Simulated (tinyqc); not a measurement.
Worked calculation: one-electron ion in a basis of Gaussians. Computed by tinyqc, a small Python program that keeps every step. Settings: Z = 5, l = 0. Command: `OMP_NUM_THREADS=1 python tinyqc.py 25635 25636 out.jsonl` (the two numbers bound the seeds that draw the settings). One thread of a shared host (Intel(R) Xeon(R) Processor @ 2.60GHz), about 0.01 s of CPU time with the checks.

## Matrices over normalised Gaussians

exponents of r^l exp(-a r^2) (1/bohr^2): [2.208000, 7.504000]

Z = 5

l = 0

With p = a_i + a_j and I(k) = Gamma((k+1)/2) / (2 p^((k+1)/2)): S = I(2l+2), T = (2l+3) a_i a_j S / p, V = -Z I(2l+1), each divided by sqrt(S_ii S_jj).

S:
```
[[1.000000, 0.767451],
 [0.767451, 1.000000]]
```

T (hartree):
```
[[3.312000, 3.927854],
 [3.927854, 11.256000]]
```

V (hartree):
```
[[-11.856038, -13.493677],
 [-13.493677, -21.856795]]
```

## Generalised eigenproblem

H = T + V (hartree):
```
[[-8.544038, -9.565822],
 [-9.565822, -10.600795]]
```

Solve H C = S C e through S^(-1/2); each column has its largest component positive (the first on a tie).

eigenvalues of S: [0.232549, 1.767451]

eigenvalues (hartree): [-11.061367, 0.204856]

coefficients:
```
[[0.315376, 1.527586],
 [0.737310, -1.374538]]
```

For Z = 5 and l = 0 the exact lowest level is -Z^2/(2 n^2) with n = l + 1: -12.500000 hartree.
